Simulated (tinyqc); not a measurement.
Mirror strength against the number of periods: longitudinal sound in a periodic multilayer: transfer matrices, stop bands and folded phonons. Computed by tinyqc, a small Python program. Command: `OMP_NUM_THREADS=1 python tinyqc.py 3000667 3000668 out.jsonl multilayer walk`. One thread of a shared host (Intel(R) Xeon(R) Processor @ 2.30GHz), about 0.01 s of CPU time with the checks.

Layers 1 and 2 repeat with period d = d_1 + d_2; waves travel normal to the layers, without loss. State vector (u, s): displacement u and stress divided by omega. Impedances Z = rho v are in 1e6 kg/(m^2 s).

Inputs (values chosen for the exercise, modelled on copper (layer 1), tantalum (layer 2) and silicon (substrate)): density rho_1 = 9.01 g/cm^3; velocity v_1 = 4740 m/s; thickness d_1 = 9.74 nm; density rho_2 = 16.4 g/cm^3; velocity v_2 = 4110 m/s; thickness d_2 = 8.49 nm; substrate density = 2.35 g/cm^3; substrate velocity = 8290 m/s; frequency f = 63.2 GHz.

Method:
- Z = rho v; interface reflection r = (Z_2 - Z_1)/(Z_2 + Z_1) (stress amplitude, from 1 into 2); Bragg frequency f_B = 1/[2 (d_1/v_1 + d_2/v_2)]; long-wave velocity v_eff = d/sqrt[(d_1/v_1)^2 + (d_2/v_2)^2 + (Z_1/Z_2 + Z_2/Z_1)(d_1/v_1)(d_2/v_2)].
- A layer maps (u, s) by [[cos p, sin p/Z], [-Z sin p, cos p]], p = 2 pi f d_i/v_i; one period is M = M_2 M_1, and cos(q d) = trace(M)/2.
- For N periods A = M^N. A wave comes from a thick layer of material 1 and leaves into the substrate (Z_s): transmitted power T = 4 Z_1 Z_s/|Z_1 A_22 + Z_s A_11 - i (Z_1 Z_s A_12 - A_21)|^2, reflected power R = 1 - T.

Bragg frequency f_B = 121.343 GHz

Z_2 = 67.404

Z_1 = 42.7074

Z of the substrate = 19.4815

trace(M)/2 = -0.121849

Transmitted power:
```
N     T at f_B  T at f_B (dB)   T at f
1      0.52330        -2.8125  0.63995
2      0.25517        -5.9316  0.88288
3      0.11139        -9.5317  0.63836
4     0.046292        -13.345  0.86616
6    0.0076094        -21.186  0.81795
8    0.0012303        -29.100  0.75707
12  3.1977e-05        -44.952  0.66026
16  8.3060e-07        -60.806  0.63904
24  5.6040e-10        -92.515  0.81738
```

What follows from these numbers?

At f_B each further period removes 3.96 dB at large N, which is 20 log10 of the impedance ratio, 3.96 dB, as for a quarter-wave stack; 99 % reflection needs N = 6 among these rows. At f, in a pass band, T does not decay with N. Values below about 1e-6 belong to the ideal stack: roughness and scattering into other modes, left out here, set a floor in a real one.
